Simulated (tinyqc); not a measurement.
Inside a calculation. Method: sp3 tight binding, zinc-blende lattice. Computed by tinyqc, a small Python program that keeps every step. Command: `OMP_NUM_THREADS=1 python tinyqc.py 29985 29986 out.jsonl` (the two numbers bound the seeds that draw the settings). One thread of a shared host (Intel(R) Xeon(R) Processor @ 2.60GHz), about 0.01 s of CPU time with the checks.

## Bloch Hamiltonian at k

Parameters chosen for this model: zinc-blende lattice, anion at 0, cation at a/4 (1,1,1); V = eta hbar^2 / (m d^2), hbar^2/m = 7.619964 eV angstrom^2:
```
parameter          value      unit
a               3.500000  angstrom
d               1.515544  angstrom
Es anion      -13.520000        eV
Ep anion       -5.910000        eV
Es cation     -13.520000        eV
Ep cation      -5.910000        eV
eta ss         -1.300000
eta sp          1.510000
eta pp sigma    3.040000
eta pp pi      -0.600000
V ss           -4.312796        eV
V sp            5.009478        eV
V pp sigma     10.085307        eV
V pp pi        -1.990521        eV
```

k point k (2 pi / a): [-0.03000, 0.24000, -0.66000]

Slater-Koster rules over the four bonds with direction cosines (l, m, n): ss V_ss; s-px l V_sp; px-s -l V_sp; px-px l^2 V_pps + (1 - l^2) V_ppp; px-py l m (V_pps - V_ppp); each times exp(i k.d).

H(k) at k (eV), order a s, a px, a py, a pz, c s, c px, c py, c pz:
$$\begin{pmatrix}
-13.52000 & 0.00000 & 0.00000 & 0.00000 & -8.15583+0.25749i & 3.66165-0.25793i & -0.43614+2.16550i & 0.10212-9.24828i \\
0.00000 & -5.91000 & 0.00000 & 0.00000 & -3.66165+0.25793i & 3.84788-0.12148i & 0.14213-12.87137i & -0.60700+3.01385i \\
0.00000 & 0.00000 & -5.91000 & 0.00000 & 0.43614-2.16550i & 0.14213-12.87137i & 3.84788-0.12148i & 5.09614-0.35898i \\
0.00000 & 0.00000 & 0.00000 & -5.91000 & -0.10212+9.24828i & -0.60700+3.01385i & 5.09614-0.35898i & 3.84788-0.12148i \\
-8.15583-0.25749i & -3.66165-0.25793i & 0.43614+2.16550i & -0.10212-9.24828i & -13.52000 & 0.00000 & 0.00000 & 0.00000 \\
3.66165+0.25793i & 3.84788+0.12148i & 0.14213+12.87137i & -0.60700-3.01385i & 0.00000 & -5.91000 & 0.00000 & 0.00000 \\
-0.43614-2.16550i & 0.14213+12.87137i & 3.84788+0.12148i & 5.09614+0.35898i & 0.00000 & 0.00000 & -5.91000 & 0.00000 \\
0.10212+9.24828i & -0.60700-3.01385i & 5.09614+0.35898i & 3.84788+0.12148i & 0.00000 & 0.00000 & 0.00000 & -5.91000
\end{pmatrix}$$

## Levels at k

Diagonalise the Hermitian matrix.

eigenvalues (eV): [-26.00807, -20.80606, -20.36090, -18.06403, 2.23894, 3.00703, 8.22161, 9.27148]

weights |c|^2 of the basis functions, order a s, a px, a py, a pz, c s, c px, c py, c pz:
$$\begin{pmatrix}
0.41284 & 0.02324 & 0.03535 & 0.14202 & 0.30434 & 0.07259 & 0.00279 & 0.00683 \\
0.00019 & 0.28565 & 0.19351 & 0.00105 & 0.05842 & 0.03824 & 0.16193 & 0.26101 \\
0.01293 & 0.17282 & 0.26856 & 0.04454 & 0.00060 & 0.00152 & 0.32224 & 0.17680 \\
0.07405 & 0.01829 & 0.00258 & 0.31240 & 0.13665 & 0.38765 & 0.01303 & 0.05536 \\
0.41284 & 0.02324 & 0.03535 & 0.14202 & 0.30434 & 0.07259 & 0.00279 & 0.00683 \\
0.00019 & 0.28565 & 0.19351 & 0.00105 & 0.05842 & 0.03824 & 0.16193 & 0.26101 \\
0.01293 & 0.17282 & 0.26856 & 0.04454 & 0.00060 & 0.00152 & 0.32224 & 0.17680 \\
0.07405 & 0.01829 & 0.00258 & 0.31240 & 0.13665 & 0.38765 & 0.01303 & 0.05536
\end{pmatrix}$$

## Bloch Hamiltonian at G

k point G (2 pi / a): [0, 0, 0]

As before.

H(k) at G (eV), order a s, a px, a py, a pz, c s, c px, c py, c pz:
$$\begin{pmatrix}
-13.52000 & 0.00000 & 0.00000 & 0.00000 & -17.25118 & 0.00000 & 0.00000 & 0.00000 \\
0.00000 & -5.91000 & 0.00000 & 0.00000 & 0.00000 & 8.13902 & 0.00000 & 0.00000 \\
0.00000 & 0.00000 & -5.91000 & 0.00000 & 0.00000 & 0.00000 & 8.13902 & 0.00000 \\
0.00000 & 0.00000 & 0.00000 & -5.91000 & 0.00000 & 0.00000 & 0.00000 & 8.13902 \\
-17.25118 & 0.00000 & 0.00000 & 0.00000 & -13.52000 & 0.00000 & 0.00000 & 0.00000 \\
0.00000 & 8.13902 & 0.00000 & 0.00000 & 0.00000 & -5.91000 & 0.00000 & 0.00000 \\
0.00000 & 0.00000 & 8.13902 & 0.00000 & 0.00000 & 0.00000 & -5.91000 & 0.00000 \\
0.00000 & 0.00000 & 0.00000 & 8.13902 & 0.00000 & 0.00000 & 0.00000 & -5.91000
\end{pmatrix}$$

## Levels at G

As before.

eigenvalues (eV): [-30.77118, -14.04902, -14.04902, -14.04902, 2.22902, 2.22902, 2.22902, 3.73118]

## Bands along a path

The same steps at evenly spaced points between the labelled ones.

Bands along the path (eV):
```
k            band 1     band 2     band 3     band 4   band 5   band 6    band 7    band 8
L         -25.33649  -23.37362  -18.03006  -18.03006  0.53761  6.21006   6.21006   9.31249
L-G 0.25  -26.89520  -21.48892  -17.53259  -17.53259  0.99564  5.71259   5.71259   8.52849
L-G 0.50  -28.84172  -18.48798  -16.23326  -16.23326  2.03430  4.41326   4.41326   6.43540
L-G 0.75  -30.25461  -15.48396  -14.74487  -14.74487  2.80594  2.92487   2.92487   4.07263
G         -30.77118  -14.04902  -14.04902  -14.04902  2.22902  2.22902   2.22902   3.73118
G-X 0.25  -30.07659  -15.63153  -15.63153  -14.58241  2.22805  3.57095   3.81153   3.81153
G-X 0.50  -28.11207  -18.66714  -18.66714  -16.17154  2.23880  3.18481   6.84714   6.84714
G-X 0.75  -25.21681  -21.10806  -21.10806  -18.71149  2.29974  2.76857   9.28806   9.28806
X         -22.01110  -22.01110  -21.89356  -21.89356  2.46356  2.46356  10.19110  10.19110
X-W 0.25  -22.01110  -22.01110  -21.89356  -21.89356  2.46356  2.46356  10.19110  10.19110
X-W 0.50  -22.01110  -22.01110  -21.89356  -21.89356  2.46356  2.46356  10.19110  10.19110
X-W 0.75  -22.01110  -22.01110  -21.89356  -21.89356  2.46356  2.46356  10.19110  10.19110
W         -22.01110  -22.01110  -21.89356  -21.89356  2.46356  2.46356  10.19110  10.19110
```

With 4 band(s) filled, the highest filled level on these points lies at G and the lowest empty one at L: a gap of 14.5866 eV, indirect.
